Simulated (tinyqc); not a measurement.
Inside a calculation. Method: MP2 on RHF in the 6-31g basis, for H2, spin multiplicity 1. One step of it, computed by the program tinyqc.

Task: Second-order Moller-Plesset energy. E2 = sum_ijab (ia|jb) [2 (ia|jb) - (ib|ja)] / (e_i + e_j - e_a - e_b) over occupied i, j and virtual a, b; the opposite-spin part is (ia|jb)^2 / denominator, the rest is same-spin, and SCS-MP2 scales them by 6/5 and 1/3.

orbital energies (hartree): MO1 -0.613413, MO2 0.253251, MO3 0.748229, MO4 1.484508

Two-electron integrals over orbitals (pq|rs), unique and non-zero (hartree):
```
p,q,r,s,(pq|rs)
1,1,1,1,0.671935
2,1,2,1,0.073887
2,2,1,1,0.431664
2,2,2,2,0.382996
3,1,1,1,0.174571
3,1,2,2,0.045952
3,1,3,1,0.112090
3,2,2,1,-0.023809
3,2,3,2,0.037694
3,3,1,1,0.537850
3,3,2,2,0.377639
3,3,3,1,0.119289
3,3,3,3,0.461566
4,1,2,1,-0.077913
4,1,3,2,-0.015451
4,1,4,1,0.143583
4,2,1,1,-0.143319
4,2,2,2,-0.051086
4,2,3,1,-0.070343
4,2,3,3,-0.093426
4,2,4,2,0.063527
4,3,2,1,-0.075050
4,3,3,2,0.002627
4,3,4,1,0.120744
4,3,4,3,0.117088
4,4,1,1,0.686741
4,4,2,2,0.440283
4,4,3,1,0.207762
4,4,3,3,0.556114
4,4,4,2,-0.166868
4,4,4,4,0.766801
```

Hartree-Fock energy = -1.12510866 hartree

Give: Terms; Pair energies; MP2 correlation energy; SCS-MP2 correlation energy; MP2 total energy.

Result:

Terms:
```
i,j,a,b,(ia|jb),(ib|ja),denominator,term
1,1,4,4,0.144,0.144,-4.196,-4.91e-03
1,1,3,3,0.112,0.112,-2.723,-4.61e-03
1,1,2,2,0.074,0.074,-1.733,-3.15e-03
1,1,2,4,-0.078,-0.078,-2.965,-2.05e-03
1,1,4,2,-0.078,-0.078,-2.965,-2.05e-03
```

Pair energies (hartree; pair i-j sums ij and ji):
```
pair,opposite spin,same spin
1-1,-0.017,0
```

MP2 correlation energy = -0.01677 hartree

SCS-MP2 correlation energy = -0.02013 hartree

MP2 total energy = -1.14188 hartree
